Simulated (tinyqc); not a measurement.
## Crystallisation kinetics and data retention of a phase-change cell: retention against temperature

Johnson-Mehl-Avrami-Kolmogorov law X = 1 - exp(-y^n), y = integral of k dt, k = (1/100 s) exp[-(Ec q/kB)(1/T - 1/T1)].

At fixed T the state fails at t = (-ln(1 - Xf))^(1/n)/k; ten years are 3.15576e8 s.

Inputs (values chosen for the exercise); values of the order of Ge-Sb-Te and related chalcogenides:
- Ec = 2.72 eV (activation energy of crystallisation)
- T1 = 427 K (temperature at which the rate k is 1/(100 s))
- n = 3 (Avrami exponent)
- Xf = 0.5 (crystalline share at which the state is lost)

Constants: q = 1.602176634e-19 C, kB = 1.380649e-23 J/K. Results are converted to the units shown.

Retention against temperature:
```
T (K),k (1/s),time to fail (s)
330,3.660e-12,2.418e11
344,1.795e-10,4.930e9
359,8.301e-9,1.066e8
374,2.822e-7,3.136e6
388,5.931e-6,1.492e5
403,1.225e-4,7225
418,0.002036,434.7
432,0.02353,37.62
447,0.2731,3.240
```

What does the table show?

The time to fail falls from 2.42e11 to 3.24 s, a decade every 8.28 K at the cold end; ten years need T below 354.6 K.

Range of the model: One Arrhenius rate is assumed; incubation, growth from the boundary and the non-Arrhenius kinetics of the supercooled liquid are left out.

Numbers from tinyqc (`OMP_NUM_THREADS=1 python tinyqc.py 2490017 2490018 out.jsonl`; about 0.03 s on one thread of a shared Intel Xeon 2.30GHz).
